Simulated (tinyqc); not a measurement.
Optical gain and spontaneous emission in a bulk direct-gap semiconductor: sweeps and comparisons. A value that a table varies takes the place of the one given here.

Parabolic bands, vertical transitions, no excitons. For each hole band j: mr = me mj/(me + mj); joint density of states J_j(E) = (mr/c)^(3/2) sqrt(E - Eg)/(2 pi^2), both spins, c = hbar^2/2m0; averaged matrix element |e.p|^2 = m0 Ep/6; alpha_j(E) = 4 pi^2 alpha_f c Ep J_j/(3 nr E) in 1/angstrom (alpha_f the fine-structure constant, listed as alpha among the constants), times 1e8 for 1/cm.

F_j(eta) = (1/Gamma(j + 1)) integral_0^infinity x^j dx/(1 + exp(x - eta)), which tends to exp(eta) for eta << 0.

Quasi-Fermi levels: n = Nc F_1/2(Fc/kT) and p = Nv F_1/2(Fv/kT), Fc counted up from the conduction edge and Fv down from the valence edge; Nc, Nv from N = 2 (m kB T/(4 pi c))^(3/2) with c = hbar^2/2m0, in 1/angstrom^3; times 1e24 for 1/cm^3, with me and (mhh^(3/2) + mlh^(3/2))^(2/3).

For band j the electron sits at Ee = (E - Eg) mr/me above its edge and the hole at Eh = (E - Eg) mr/mj; fe = 1/(1 + exp((Ee - Fc)/kT)), fh = 1/(1 + exp((Eh - Fv)/kT)); gain g = sum_j alpha_j (fe + fh - 1).

Spontaneous rate: R = integral of (nr E/(hbar c))^2/(pi^2 hbar) sum_j alpha_j fe fh dE, with alpha in 1/cm and (nr E/(hbar c))^2 in 1/cm^2 (1e16 per 1/angstrom^2); B = R/(n p); lifetime n/R.

Constants: hbar^2/2m0 = 3.80998211 eV angstrom^2; fine-structure constant alpha = 0.007297352564; kB = 8.617333262e-05 eV/K; hbar = 6.58211957e-16 eV s; hbar c = 1973.269805 eV angstrom.

Inputs chosen for the exercise (near those of InP; not measured data): Eg = 1.38 eV (direct gap); me = 0.0801 m0 (electron mass); mhh = 0.6 m0 (heavy-hole mass); mlh = 0.0903 m0 (light-hole mass); Ep = 21.4 eV (Kane energy); nr = 3.43 (refractive index); T = 300 K; n = 3.9e+18 1/cm^3 (injected density, n = p).

## Peak gain against injection

The peak is the largest g over E; a dash marks no gain.

Gain:
```
n (1/cm^3)  Fc (eV)  Fv (eV)  peak gain (1/cm)  peak E - Eg (eV)  B (cm^3/s)
8.0e+17      0.0214  -0.0701                 -                 -    1.32e-10
1.3e+18      0.0416  -0.0572                 -                 -    1.23e-10
1.8e+18      0.0575  -0.0484                41            0.0031    1.16e-10
2.2e+18      0.0686  -0.0430               190            0.0092    1.11e-10
2.9e+18      0.0858  -0.0353               497            0.0192    1.04e-10
3.7e+18      0.1033  -0.0284               849            0.0298    9.65e-11
4.8e+18      0.1250  -0.0209              1298            0.0428    8.84e-11
6.4e+18      0.1532  -0.0123              1875            0.0590    7.93e-11
```

transparency density (Fc + Fv = 0) = 1.60e+18 1/cm^3

Gain starts at 1.60e+18 1/cm^3, where Fc = -Fv = 0.0516 eV: with Nv/Nc = 22 the electrons must be degenerate before the holes are. The slope of peak gain against n is 3.71e-16 cm^2 between the first two rows with gain and 3.60e-16 between the last two; the peak moves from 0.0031 to 0.0590 eV above the gap as the bands fill, and B falls by a factor 1.66. Line broadening and gap shrinkage are left out.

## Gain spectrum

At the density n.

Spectrum:
```
E - Eg (eV)  alpha, empty (1/cm)  fe, heavy  fh, heavy  g (1/cm)
0.005                       2186      0.982      0.257       513
0.010                       3080      0.978      0.252       689
0.020                       4324      0.970      0.244       870
0.030                       5259      0.958      0.235       932
0.045                       6373      0.932      0.223       872
0.060                       7282      0.892      0.212       642
0.080                       8294      0.806      0.197        22
0.100                       9147      0.678      0.183     -1028
0.130                      10222      0.430      0.163     -3327
0.170                      11388      0.162      0.140     -6593
0.220                      12550      0.034      0.115     -9608
```

Fc + Fv = 0.0805 eV

g is positive below E - Eg = 0.0805 eV; the largest value listed is 932 1/cm at 0.030 eV. At 0.220 eV above the gap g is -0.77 times the absorption of the empty crystal, whose limit is -1.

## Transparency density and B against temperature

Eg is held fixed; B is taken at n = 1e15 1/cm^3.

Results:
```
T (K)  transparency density (1/cm^3)  Fc/kT there  B (cm^3/s)
100                         3.08e+17        1.996    7.55e-10
150                         5.67e+17        1.996    4.13e-10
200                         8.72e+17        1.996    2.70e-10
250                         1.22e+18        1.996    1.94e-10
300                         1.60e+18        1.996    1.48e-10
350                         2.02e+18        1.996    1.18e-10
400                         2.47e+18        1.996    9.71e-11
500                         3.45e+18        1.996    7.01e-11
```

Fc/kT at transparency stays at 1.996, since it depends on Nv/Nc alone, so the density goes as T^1.50. B goes as T^-1.48, against T^-1.5 for non-degenerate carriers: hot carriers spread over k and fewer pairs share a wave vector.

## What moves transparency and gain

Transparency is Fc + Fv = 0; the peak is the largest g over E at the density n (0 if none). Each row changes one parameter from the base and keeps the others.

Results:
```
case                 transparency density (1/cm^3)  Fc + Fv (eV)  peak gain (1/cm)
base                                      1.60e+18        0.0805               934
me = 0.0921 m0                            1.83e+18        0.0649               918
mhh = 0.36 m0                             1.24e+18        0.1017              1657
Ep = 23.5 eV                              1.60e+18        0.0805              1025
T = 340 K                                 1.93e+18        0.0692               685
n = 5.07e+18 1/cm^3                       1.60e+18        0.1107              1402
nr = 3.6                                  1.60e+18        0.0805               890
```

The largest shifts from the base row, up to three for each result and ties (the steps differ in size, so this ranks the rows, not the parameters). transparency density (1/cm^3): mhh -3.65e+17, T +3.31e+17, me +2.31e+17; unchanged at the printed digits by Ep, n and nr. Fc + Fv (eV): n +0.0302, mhh +0.0211, me -0.0157; unchanged at the printed digits by Ep and nr. peak gain (1/cm): mhh +724, n +468, T -249.

Run: tinyqc, `OMP_NUM_THREADS=1 python tinyqc.py 1652756 1652757 out.jsonl`; Intel(R) Xeon(R) Processor @ 2.30GHz, one thread, shared host; about 0.08 s of CPU time with all checks.
